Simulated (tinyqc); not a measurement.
# Changing the ratio t_2/t_1

Model: deep-level transient spectroscopy (DLTS) of one majority-carrier trap. Computed by tinyqc, a small Python program. Command: `OMP_NUM_THREADS=1 python tinyqc.py 3024936 3024937 out.jsonl dlts sweep`. One thread of a shared host (Intel(R) Xeon(R) Processor @ 2.30GHz), about 0.08 s of CPU time with the checks.

A filling pulse loads the traps in a one-sided junction; under reverse bias they empty at the rate e, and the capacitance relaxes as C(t) = C_0 - dC exp(-e t). The signal is S = [C(t_2) - C(t_1)]/dC.

Inputs (values chosen for the exercise, with mass and screening modelled on ZnO):

| quantity | value | unit |
|---|---|---|
| density-of-states mass m | 0.262 | m_0 |
| valleys M | 1 | - |
| trap depth E_t | 0.2 | eV |
| cross-section sigma_0 | 1.4e-16 | cm^2 |
| degeneracy ratio g | 1 | - |
| gate time t_1 | 0.0002 | s |
| temperature T | 131 | K |
| capture barrier E_b | 0.16 | eV |

Carriers: electrons. Extra term: capture barrier.

Constants: k_B = 8.617333262e-05 eV/K; k_B = 1.380649e-23 J/K; m_0 = 9.1093837015e-31 kg; h = 6.62607015e-34 J s.

Method:
- e = g sigma v N_b exp(-E/k_B T), v = sqrt(3 k_B T/m), N_b = 2 M (2 pi m k_B T/h^2)^(3/2), sigma = sigma_0 exp(-E_b/k_B T), E = E_t.
- S(e) = exp(-e t_1) - exp(-e t_2) peaks at the rate window e_0 = ln(t_2/t_1)/(t_2 - t_1).
- T_p solves e(T) = e_0 (bisection between 15 and 1500 K); the half-height points solve S = S_max/2 on either side.

One run for each value:

| ratio t_2/t_1 | peak height S_max | full width (K) | peak temperature T_p (K) | rate window e_0 (1/s) |
|---|---|---|---|---|
| 1.5 | 0.1481 | 41.10 | 284.5 | 4055 |
| 2.0 | 0.2500 | 40.95 | 281.8 | 3466 |
| 3.0 | 0.3849 | 41.22 | 278.0 | 2747 |
| 5.0 | 0.5350 | 42.37 | 273.0 | 2012 |
| 10.0 | 0.6968 | 45.39 | 266.0 | 1279 |
| 20.0 | 0.8114 | 49.83 | 258.9 | 788 |
| 50.0 | 0.9048 | 57.13 | 249.6 | 399 |

What does the table show, and why?

Over the rows, peak height S_max rises from 0.148 to 0.905 (exponent d ln y / d ln x 1.8 between the first rows and 0.12 between the last); full width (K) goes from 41.1 through a minimum among these rows, 41.0 at 2.00, to 57.1; peak temperature T_p (K) falls from 284 to 250 (exponent d ln y / d ln x -0.033 between the first rows and -0.040 between the last). A larger ratio raises the peak but widens it: sensitivity is traded for resolution.

Extremes, crossings and ranges named in words are read from the listed rows.
